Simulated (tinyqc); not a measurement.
What each parameter does: linear model of a band gap against the share of exact exchange.

E(alpha) = E0 + S alpha. A wider gap screens less, modelled in the Penn form eps(alpha) = 1 + (e0 - 1)(EP/(EP + S alpha))^2 with a scale EP chosen for the exercise. A dielectric-dependent hybrid takes alpha = 1/eps.

Inputs chosen for the exercise (of the order of those of MgO; the results hold for these values, not for the real material): E0 = 4.63 eV (gap of the semi-local functional); S = 9.49 eV (slope dE/d(alpha)); e0 = 3.21 (optical dielectric constant at alpha = 0); EP = 26.9 eV (energy scale of the screening).

Fixed point alpha = 1/eps(alpha), gap and eps there.

Results for these values:
```
case   alpha  E (eV)    eps
base  0.3658   8.102  2.734
```

What happens to each result for e0 = 2.889, all else kept?

Answer: alpha rises from 0.3658 to 0.4095; E rises from 8.102 to 8.516; eps falls from 2.734 to 2.442.

The same for each parameter in turn:
```
case            alpha  E (eV)    eps
base           0.3658   8.102  2.734
E0 = 5.093 eV  0.3658   8.565  2.734
S = 8.541 eV   0.3597   7.702  2.780
e0 = 2.889     0.4095   8.516  2.442
EP = 24.21 eV  0.3728   8.168  2.682
```

Run: tinyqc, `OMP_NUM_THREADS=1 python tinyqc.py 1850831 1850832 out.jsonl`; Intel(R) Xeon(R) Processor @ 2.30GHz, one thread, shared host; about 0.01 s of CPU time with all checks.
